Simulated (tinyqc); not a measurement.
Chemically amplified photoresist: aerial image, acid generation, bake, development and line width: one step, computed by the program tinyqc. Command: `OMP_NUM_THREADS=1 python tinyqc.py 3025519 3025520 out.jsonl resist walk`. One thread of a shared host (Intel(R) Xeon(R) Processor @ 2.30GHz), about 0.02 s of CPU time with the checks.

Lines and spaces of pitch p with a two-beam-like image; x = 0 is the middle of the bright space. The resist is positive and treated as uniform in depth.

Question. Acid image and its blur. Dose E(x) = E [1 + c cos(2 pi x/p)]; acid h = 1 - exp(-C E(x)). Bake: the acid image is blurred by a Gaussian of variance sigma^2 = 2 D t (each Fourier term k of h, taken on 64 points, is multiplied by exp(-4 pi^2 k^2 D t/p^2)). Cosine coefficients: h(x) = sum_k h_k cos(2 pi k x/p).

Inputs (values chosen for the exercise, for a model resist at 193 nm):
```
quantity            value     unit
pitch p                98       nm
image contrast c     0.57        -
mean dose E          7.74  mJ/cm^2
Dill parameter C    0.027  cm^2/mJ
acid diffusivity D    1.6   nm^2/s
bake time t            60        s
```

Give: diffusion length sigma = sqrt(2 D t); h_0 to h_4 before the bake; h_0 to h_4 after the blur; blur factor of the first harmonic.

Answer.

diffusion length sigma = sqrt(2 D t) = 13.86 nm

h_0 to h_4 before the bake: 0.1857  0.0968  -0.0029  0.0001  0.0000

h_0 to h_4 after the blur: 0.1857  0.0653  -0.0006  0.0000  0.0000

blur factor of the first harmonic = 0.6739

sigma/p = 0.141; the blur keeps 67 % of the modulation.
